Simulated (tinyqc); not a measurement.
Composition profile: interdiffusion in a binary couple: Darken equations, Kirkendall shift and Boltzmann-Matano analysis. Computed by tinyqc, a small Python program. Command: `OMP_NUM_THREADS=1 python tinyqc.py 3008152 3008153 out.jsonl darken walk`. One thread of a shared host (Intel(R) Xeon(R) Processor @ 2.30GHz), about 0.01 s of CPU time with the checks.

x is the mole fraction of B; the molar volume is constant, and the two halves are long enough to count as infinite.

Inputs (values chosen for the exercise, for a model alloy A-B):
```
quantity                        value   unit
tracer diffusivity D*_A(0)    5.6e-14  m^2/s
tracer diffusivity D*_B(0)      1e-13  m^2/s
slope k of ln D* with x          -2.2      -
regular-solution parameter W     0.11     eV
temperature T                    1060      K
left composition x_L             0.35      -
right composition x_R            0.66      -
time t                          33000      s
```

Vacancy-wind correction: none.

Constants: k_B = 8.617333262e-05 eV/K.

Method:
- D*_i(x) = D*_i(0) exp(k x); thermodynamic factor Phi = 1 - 2 W x (1 - x)/(k_B T); intrinsic D_i = D*_i Phi; interdiffusion D~ = x D_A + (1 - x) D_B.
- With lambda = z/sqrt(t), the profile solves d/dlambda (D~ dx/dlambda) + (lambda/2) dx/dlambda = 0 with x = x_L and x_R far to the left and right; z = 0 is the original interface. It is solved as a boundary-value problem in y = lambda/sqrt(D~ at the mean composition) on -12 < y < 12 (collocation, tolerance 1e-8).
- The last column is the error-function profile for a constant D~ taken at the mean composition.

D~ at the mean composition = 1.0190e-14 m^2/s

Profile at time t:
```
y      z (um)        x  dx/dz (1/um)  x for constant D~
-3.0  -55.014  0.36054     0.0006530            0.35525
-2.0  -36.676  0.37978     0.0015385            0.37438
-1.5  -27.507  0.39684     0.0022101            0.39477
-1.0  -18.338  0.42079     0.0030371            0.42432
-0.5   -9.169  0.45281     0.0039476            0.46217
0.0     0.000  0.49279     0.0047209            0.50500
0.5     9.169  0.53776     0.0049672            0.54783
1.0    18.338  0.58129     0.0043870            0.58568
1.5    27.507  0.61621     0.0031668            0.61523
2.0    36.676  0.63913     0.0018649            0.63562
3.0    55.014  0.65703     0.0003658            0.65475
```

What does the comparison show, and why?

At the original interface x = 0.4928, against the mean 0.5050. D~ is 0.431 times as large at x_R as at x_L, so the profile is flatter and reaches further on the left.
